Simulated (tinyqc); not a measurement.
Ways to reach the isolated limit: finite-size error of a charged defect in a periodic cell: Madelung and Makov-Payne terms. Computed by tinyqc, a small Python program. Command: `OMP_NUM_THREADS=1 python tinyqc.py 3031664 3031665 out.jsonl imagecharge walk`. One thread of a shared host (Intel(R) Xeon(R) Processor @ 2.30GHz), about 0.07 s of CPU time with the checks.

L is the cube root of the cell volume. The defect charge is a Gaussian, rho(r) = q (2 pi sigma^2)^(-3/2) exp(-r^2/2 sigma^2), repeated periodically in a uniform neutralising background and screened by a continuum. The model cell energy is E(L) = E_0 + [periodic - isolated electrostatic energy].

Inputs (values chosen for the exercise, for a model uniaxial host):
```
quantity                                     value      unit
charge q                                         2         e
cell length L                                 13.1  angstrom
dielectric constant eps_xy                    11.5         -
dielectric constant eps_z                     6.87         -
axis ratio c/a                               0.946         -
width sigma of the defect charge              0.92  angstrom
formation energy of the isolated defect E_0  3.597        eV
```

Supercell lattice: tetragonal. Screening: uniaxial.

scatter added to the six cells, standing for numerical noise (meV): -6.1  -28  -4.3  12  -33  -2.1

Constants: e^2/(4 pi eps_0) = 14.39964548 eV angstrom.

Method:
- Cell vectors: (1,0,0), (0,1,0), (0,0,c/a), scaled to volume L^3.
- Ewald sum for a unit point charge: scale each Cartesian component of the cell by 1/sqrt(eps_i), giving R', G' and V'; E = [ (1/2) sum erfc(eta R')/R' + (2 pi/V') sum exp(-G'^2/4 eta^2)/G'^2 - eta/sqrt(pi) - pi/(2 V' eta^2) ] e^2/(4 pi eps_0) / sqrt(eps_x eps_y eps_z), over n_i = -6..6, omitting n = (0,0,0), eta = 2/V'^(1/3). alpha = -2 E eps_g L/(e^2/(4 pi eps_0)), eps_g = (eps_x eps_y eps_z)^(1/3).
- Periodic energy of the Gaussian: (2 pi q^2/V) sum_(G != 0) exp(-sigma^2 G^2)/(G.eps.G) x e^2/(4 pi eps_0), n_i = -k..k with k = max(9, L/sigma rounded up). Isolated energy: q^2/(2 sqrt(pi) sigma) <1/(n.eps.n)> e^2/(4 pi eps_0), the mean over directions n (64 Gauss-Legendre points in cos(theta)).
- Cells of the same shape with L scaled by 0.7, 0.85, 1, 1.25, 1.5 and 2; the scatter is added to E(L).
- The point-charge correction scales as 1/L from its value at the input L.
- Least-squares fits of E(L) to a + b/L, a + c/L^3 or a + b/L + c/L^3; the estimate is a, and errors are against E_0.

Scaling data:
```
L (angstrom)  1/L (1/angstrom)  E(L) (eV)  E(L) + point-charge correction (eV)
9.170                 0.109051    2.72201                              3.62896
11.135                0.089807    2.84329                              3.59019
13.100                0.076336    2.97082                              3.60569
16.375                0.061069    3.10775                              3.61564
19.650                0.050891    3.14459                              3.56784
26.200                0.038168    3.27908                              3.59652
```

point-charge correction -q^2 E = 0.634867 eV

nearest image = 12.6241 angstrom

Estimates of E_0:
```
way                              estimate (eV)  error (meV)
largest cell, uncorrected               3.2791      -317.92
largest cell, point-charge term         3.5965        -0.48
1/L fit, three smallest                 3.5348       -62.16
1/L fit, all six                        3.5685       -28.50
1/L^3 fit, all six                      3.2135      -383.54
1/L and 1/L^3, three smallest           4.0939       496.94
1/L and 1/L^3, all six                  3.5977         0.67
corrected data, 1/L^3 fit               3.5877        -9.28
```

coefficient b of the full fit = -8.5379 eV angstrom

What follows from these numbers?

Best here: largest cell, point-charge term (-0.5 meV); worst: 1/L and 1/L^3, three smallest (+497 meV). The fitted b is 102.7 % of the Madelung value -q^2 alpha e^2/(8 pi eps_0 eps_g), so such a fit also measures the screening. The three-term fit to three small cells has no spare point and magnifies the scatter.

Extremes, crossings and ranges named in words are read from the listed rows.
